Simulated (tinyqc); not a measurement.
Precursor delivery by bubblers, mass-transport growth and the solid composition of a III-V alloy. From one set of inputs to another, one input at a time. Computed by tinyqc, a small Python program. Command: `OMP_NUM_THREADS=1 python tinyqc.py 3021397 3021398 out.jsonl movpe_thermo ladder`. One thread of a shared host (Intel(R) Xeon(R) Processor @ 2.30GHz), about 0.01 s of CPU time with the checks.

1 sccm = 44.615 micromol/min; 1 torr = 133.322 Pa. The sources decompose fully at the surface.

The inputs printed are set A. Set A is modelled on trimethylgallium (source 1) and trimethylindium (source 2) for the vapour pressures; the values taken over come from a set modelled on triethylgallium (source 1) and trimethylindium (source 2) for the vapour pressures. Inputs not listed in the table keep their values of set A, so the rows need not describe a real material.

Inputs (values chosen for the exercise, modelled on trimethylgallium (source 1) and trimethylindium (source 2) for the vapour pressures): bath temperature T1 = 263 K; bath temperature T2 = 299 K; bubbler pressure p_b = 400 torr; carrier flow F1 = 38 sccm; carrier flow F2 = 24 sccm; total flow F_t = 8.9 slm; group-V flow F_V = 35 sccm; reactor pressure p = 40 torr; growth temperature T = 920 K; diffusivity at 273 K and 760 torr = 0.42 cm^2/s; flow cross-section A = 24 cm^2; distance from the leading edge z = 4.4 cm; lattice constant a = 5.76 angstrom; interaction L0 of the solid = 9.11 kJ/mol; vapour fraction x_v of D among the group-V sources = 0.38; exchange energy dG_x of AC + (1/2) D2 -> AD + (1/2) C2 = 7.5 kJ/mol.

Alloy: mixing on the group-V sites.

constants a, b of source 1 (log10 torr, K): [8.065, 1703]

constants a, b of source 2 (log10 torr, K): [10.54, 3014]

Constants: k_B = 1.380649e-23 J/K; R = 8.314462618 J/(mol K).

Method:
- log10 p_v = a - b/T_bath; molar flow = F x 44.615 x p_v/(p_b - p_v) for a saturated bubbler.
- p_i = p n_i/(44615 F_t), F_t in slm; p_V = p F_V/(1000 F_t), counted per molecule supplied; V/III = 44.615 F_V/(n1 + n2); vapour fraction of source 2 = n2/(n1 + n2).
- Mean velocity u = (F_t/A)(760/p)(T/273); D = D0 (T/273)^1.75 (760/p); boundary layer delta = sqrt(pi D z/u); flux = D dp/(delta k_B T); growth rate = flux x a^3/4.
- At high V/III the group-V pressures at the surface equal those supplied, as dimers: p_D2/p_C2 = x_v/(1 - x_v). Equilibrium of the solid AC(1-x)D(x), A standing for the mix of both group-III metals: ln[x/(1 - x)] + L0 (1 - 2x)/(R T) = -dG_x/(R T) + (1/2) ln[x_v/(1 - x_v)]. Growth rate = rate per torr x (p_1 + p_2). Sensitivity dx/dx_v = [1/(2 x_v (1 - x_v))]/[1/(x (1 - x)) - 2 L0/(R T)].

Each row keeps all changes above it:
```
input moved                                                      from    to  V/III ratio  vapour fraction of source 2  growth rate (micrometre/h)
set A                                                               -     -         8.21                       0.0408                       15.14
interaction L0 of the solid (kJ/mol)                             9.11  7.61         8.21                       0.0408                       15.14
distance from the leading edge z (cm)                             4.4   3.7         8.21                       0.0408                       16.51
exchange energy dG_x of AC + (1/2) D2 -> AD + (1/2) C2 (kJ/mol)   7.5    13         8.21                       0.0408                       16.51
carrier flow F2 (sccm)                                             24   100         7.27                       0.1507                       18.65
group-V flow F_V (sccm)                                            35   230        47.75                       0.1507                       18.65
bath temperature T2 (K)                                           299   289        52.10                       0.0733                       17.09
bubbler pressure p_b (torr)                                       400   600        80.74                       0.0757                       11.03
```

V/III ratio goes from 8.21 to 80.7, a factor 9.84 in all. The largest single move comes from group-V flow F_V (a factor 6.57). Vapour fraction of source 2 goes from 0.0408 to 0.0757, a factor 1.85 in all. The largest single move comes from carrier flow F2 (a factor 3.69), and bath temperature T2 works against it (a factor 0.487). Growth rate goes from 15.1 to 11.0, a factor 0.728 in all. The largest single move comes from bubbler pressure p_b (a factor 0.645), and carrier flow F2 works against it (a factor 1.13). The single moves hold for this order of the switches; the total does not depend on the order.

Caution (rows set A, interaction L0 of the solid, distance from the leading edge z, exchange energy dG_x of AC + (1/2) D2 -> AD + (1/2) C2, carrier flow F2): so low a V/III ratio is near the limit of smooth growth, and depletion of group V, left out here, shifts the composition. Caution (all rows): the boundary layer is a quarter or more of the root of the cross-section, so it fills much of the channel and depletion along the flow matters.

Extremes, crossings and ranges named in words are read from the listed rows.
